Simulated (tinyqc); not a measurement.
Inside a calculation. Method: RHF in the sto-3g basis, for BeH2, spin multiplicity 1. One step of it, computed by the program tinyqc.

Problem. Iteration 1: diagonalisation and new density. Diagonalise F' = X^T F X, C = X C', fill 3 alpha and 3 beta electrons from the bottom; D = 2 C_occ C_occ^T. Each column has its largest component positive (the first on a tie).

Fock matrix F (hartree):
```
            1Be 1s     1Be 2s    1Be 2px    1Be 2py    1Be 2pz      2H 1s      3H 1s
1Be 1s   -5.992454  -1.481460   0.000000  -0.000021   0.000000  -0.207648  -0.209473
1Be 2s   -1.481460  -0.773445   0.000000   0.000198   0.000000  -0.192671  -0.193820
1Be 2px   0.000000   0.000000  -0.507319   0.000000   0.147051   0.000000   0.000000
1Be 2py  -0.000021   0.000198   0.000000  -0.267415   0.000000  -0.147046   0.147577
1Be 2pz   0.000000   0.000000   0.147051   0.000000  -0.360723   0.000000   0.000000
2H 1s    -0.207648  -0.192671   0.000000  -0.147046   0.000000  -0.120435  -0.022102
3H 1s    -0.209473  -0.193820   0.000000   0.147577   0.000000  -0.022102  -0.121661
```

X:
```
            1Be 1s     1Be 2s   1Be 2px    1Be 2py   1Be 2pz      2H 1s      3H 1s
1Be 1s    1.028473  -0.149393  0.000000   0.000049  0.000000   0.020699   0.020737
1Be 2s   -0.149393   1.143237  0.000000  -0.000719  0.000000  -0.209652  -0.211052
1Be 2px   0.000000   0.000000  1.000000   0.000000  0.000000   0.000000   0.000000
1Be 2py   0.000049  -0.000719  0.000000   1.199080  0.000000  -0.291842   0.293168
1Be 2pz   0.000000   0.000000  0.000000   0.000000  1.000000   0.000000   0.000000
2H 1s     0.020699  -0.209652  0.000000  -0.291842  0.000000   1.155250  -0.050054
3H 1s     0.020737  -0.211052  0.000000   0.293168  0.000000  -0.050054   1.156657
```

Give: F' = X^T F X; orbital energies; coefficients C; D after iteration 1.

Solution.

F' = X^T F X (hartree):
```
         1        2        3        4        5        6        7
1  -5.9161  -0.6506   0.0000  -0.0001   0.0000  -0.0337  -0.0343
2  -0.6506  -0.4916   0.0000   0.0000   0.0000  -0.0687  -0.0691
3   0.0000   0.0000  -0.5073   0.0000   0.1471   0.0000   0.0000
4  -0.0001   0.0000   0.0000  -0.1947   0.0000  -0.1094   0.1096
5   0.0000   0.0000   0.1471   0.0000  -0.3607   0.0000   0.0000
6  -0.0337  -0.0687   0.0000  -0.1094   0.0000  -0.0217  -0.0402
7  -0.0343  -0.0691   0.0000   0.1096   0.0000  -0.0402  -0.0222
```

orbital energies (hartree): MO1 -5.9936, MO2 -0.5983, MO3 -0.4368, MO4 -0.2762, MO5 -0.2697, MO6 -0.0394, MO7 0.0997

coefficients C:
```
             MO1      MO2      MO3      MO4     MO5      MO6      MO7
1Be 1s    1.0040   0.0000  -0.2571  -0.0004  0.0000   0.0823   0.0000
1Be 2s   -0.0169   0.0000   1.0501   0.0017  0.0000  -0.5611  -0.0012
1Be 2px   0.0000   0.8503   0.0000   0.0000  0.5263   0.0000   0.0000
1Be 2py   0.0000   0.0000  -0.0013   0.8686  0.0000   0.0026   0.9244
1Be 2pz   0.0000  -0.5263   0.0000   0.0000  0.8503   0.0000   0.0000
2H 1s     0.0036   0.0000  -0.0207   0.1378  0.0000   0.8086  -0.8908
3H 1s     0.0036   0.0000  -0.0207  -0.1386  0.0000   0.8110   0.8910
```

D after iteration 1:
```
          1Be 1s   1Be 2s  1Be 2px  1Be 2py  1Be 2pz    2H 1s    3H 1s
1Be 1s    2.1483  -0.5739   0.0000   0.0007   0.0000   0.0179   0.0180
1Be 2s   -0.5739   2.2058   0.0000  -0.0027   0.0000  -0.0436  -0.0436
1Be 2px   0.0000   0.0000   1.4461   0.0000  -0.8950   0.0000   0.0000
1Be 2py   0.0007  -0.0027   0.0000   0.0000   0.0000   0.0001   0.0001
1Be 2pz   0.0000   0.0000  -0.8950   0.0000   0.5539   0.0000   0.0000
2H 1s     0.0179  -0.0436   0.0000   0.0001   0.0000   0.0009   0.0009
3H 1s     0.0180  -0.0436   0.0000   0.0001   0.0000   0.0009   0.0009
```
